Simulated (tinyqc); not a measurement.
Capacitances against the distance to each plane.

Endless row of lines of width wl, height tl and space sl between grounded planes at distance hd; e2 fills the gaps beside the lines, e1 the rest. Laplace's equation is solved on meshes of 3, 6 and 12 steps per unit u and extrapolated (Aitken), which is good to about 0.2 %. C_even (all lines at 1 V) is the capacitance Cg to the planes; C_odd (neighbours in antiphase) = Cg + 4 Cc if only nearest neighbours couple, which defines Cc; total with quiet neighbours Cg + 2 Cc. Plate values 2 eps0 e1 wl/hd and eps0 e2 tl/sl.

Parameters, values chosen for the exercise: relative permittivity above and below the lines e1 = 3.9; relative permittivity between the lines e2 = 2.4; line width, in units u wl = 4 u; line height tl = 6 u; space between lines sl = 4 u.

Constants: eps0 = 8.8541878128e-12 F/m. Results are converted to the units shown.

The same in every row: plate Cc (aF/um) = 31.9.

Capacitances against the distance to each plane:
```
hd (u)	Cg (aF/um)	Cc (aF/um)	Cg + 2 Cc (aF/um)	C_odd (aF/um)	plate Cg (aF/um)	share of coupling, 2 Cc/(Cg + 2 Cc) (%)
2	228	28.1	284	340	138	19.8
3	161	34.5	230	299	92.1	30.1
4	124	39.6	204	283	69.1	38.9
5	102	43.7	189	276	55.3	46.3
6	85.8	46.9	180	273	46.0	52.2
8	65.5	51.5	168	271	34.5	61.1
10	52.9	54.5	162	271	27.6	67.3
```

What does the table show?

As hd goes from 2 to 10, Cg falls from 228 to 52.9 aF/um, Cc rises from 28.1 to 54.5 aF/um and the share of coupling rises from 19.8 to 67.3 %. Cg is 1.65 times its plate value in the first row and 1.92 times in the last; for Cc the ratios are 0.882 and 1.71. Neighbours in antiphase raise the load by a factor of 1.20 and 1.67 over quiet ones. For hd = 8, 10 the planes are farther than 0.8 of the pitch, so second neighbours couple too and Cg + 2 Cc understates the quiet load by a per cent or more.

Numbers from tinyqc (`OMP_NUM_THREADS=1 python tinyqc.py 2790186 2790187 out.jsonl`; about 0.4 s on one thread of a shared Intel Xeon 2.30GHz).
